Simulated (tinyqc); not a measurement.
What moves the results: hydrogenic donor in a hard-walled well (variational). A value that a table varies takes the place of the one given here.

Trial function cos(pi z/L) exp(-r/lam), r measured from the donor at zi, walls at +/- L/2, one eps everywhere. Counted from the lowest subband, E(lam) = c/(m lam^2) - (q/eps) I0/I1, with I0 the integral of cos^2(pi z/L) exp(-2|z - zi|/lam) over the well and I1 the same with the factor (|z - zi| + lam/2); c = hbar^2/2m0, q = e^2/(4 pi eps0). The binding energy is -E at the minimum.

Constants: hbar^2/2m0 = 3.80998211 eV angstrom^2; e^2/(4 pi eps0) = 14.39964547 eV angstrom; Ry = 13.60569312 eV.

Values chosen for the exercise (near those of InP; shifted at random, so the results belong to these values and not to a real crystal): m = 0.078 m0 (mass); eps = 12.3 (dielectric constant); Ls = (15, 42, 70, 158, 292, 543, 1224) angstrom (widths); L = 262 angstrom (well width); zi = 0 angstrom (position of the donor from the centre).

## Width of the well

Ry* = 7.0146 meV
a* = 83.447 angstrom

Donor at the centre and at the wall (zi = L/2).

Binding:
```
L (angstrom)   L/a*  centre (meV)  in Ry*  wall (meV)  in Ry*  centre/wall
15             0.18         23.61   3.366       17.89   2.551         1.32
42             0.50         19.28   2.749       12.08   1.722         1.60
70             0.84         16.70   2.381        9.43   1.345         1.77
158            1.89         12.65   1.803        6.02   0.858         2.10
292            3.50         10.12   1.442        4.18   0.596         2.42
543            6.51          8.35   1.190        2.92   0.416         2.86
1224          14.67          7.32   1.044        2.06   0.293         3.56
```

At the centre the binding falls from 3.37 to 1.04 Ry*, between the limits 4 and 1. At the wall it falls from 2.55 to 0.29 Ry*, towards 1/4: the wall forces a node through the donor, as in a 2p state. With this trial function, which underbinds wall donors by about a tenth, the wall donor drops below the bulk value between 70 and 158 angstrom. The ratio grows from 1.32 to 3.56.

## Position of the donor

Fixed width; zi from the centre to the wall.

Binding:
```
2 zi/L  zi (angstrom)  lam (angstrom)  binding (meV)  in Ry*
0.0               0.0            85.2          10.51   1.499
0.2              26.2            85.7          10.15   1.448
0.4              52.4            88.8           9.07   1.292
0.6              78.6           100.5           7.35   1.048
0.8             104.8           129.8           5.61   0.800
0.9             117.9           148.0           4.96   0.707
1.0             131.0           165.1           4.46   0.636
```

Uniform doping spreads the level over 6.05 meV, from 10.51 at the centre to 4.46 at the wall, while lam grows by 94 %. The slope is flat at the centre, which gives a peak in the density of donor states there, and steepest between 2 zi/L = 0.4 and 0.8.

## What each parameter does

The minimum over lam; Ry* = Ry m/eps^2. Each row changes one parameter from the base and keeps the others.

Results:
```
case              binding (meV)  lam (angstrom)  binding/Ry*
base                      10.51            85.2        1.499
m = 0.094 m0              11.86            72.2        1.403
eps = 11.1                12.45            77.8        1.445
L = 341 angstrom           9.59            87.6        1.367
zi = 52 angstrom           9.09            88.7        1.295
```

The largest shifts from the base row, up to three for each result and ties (the steps differ in size, so this ranks the rows, not the parameters). binding (meV): eps +1.93, zi -1.43, m +1.35. lam (angstrom): m -13.0, eps -7.3, zi +3.5. binding/Ry*: zi -0.203, L -0.132, m -0.095.

(tinyqc, `OMP_NUM_THREADS=1 python tinyqc.py 1280142 1280143 out.jsonl`, Intel(R) Xeon(R) Processor @ 2.30GHz, 1 thread, shared host, about 0.05 s.)
